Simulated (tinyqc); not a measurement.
Length of a molecular wire: coherent transport through a tight-binding bridge. Computed by the program tinyqc. Command: `OMP_NUM_THREADS=1 python tinyqc.py 110694 110695 out.jsonl`; one thread of a shared host (Intel(R) Xeon(R) Processor @ 2.60GHz), about 0.8 s.

A uniform bridge between two chains:
```
parameter                        value
site energy (eV)              0.580000
hopping in the bridge (eV)    0.660000
lead hopping (eV)             1.840000
couplings (eV)              0.47, 0.97
E (eV)                       -0.250000
```

T = Gamma_L Gamma_R |G_1n|^2 with the self-energies of semi-infinite chains.

Transmission against length:
```
sites           T    ln T
2      3.6796e-01  -1.000
3      6.7680e-01  -0.390
4      2.9095e-01  -1.235
5      2.5926e-01  -1.350
6      5.8078e-01  -0.543
7      4.5550e-01  -0.786
8      2.4199e-01  -1.419
9      3.5109e-01  -1.047
10     6.9032e-01  -0.371
```

E lies inside the band of the bridge (|E - e|/2h = 0.629 < 1): T does not decay but oscillates with length, between 0.242 and 0.690 here, as levels of the bridge pass E.
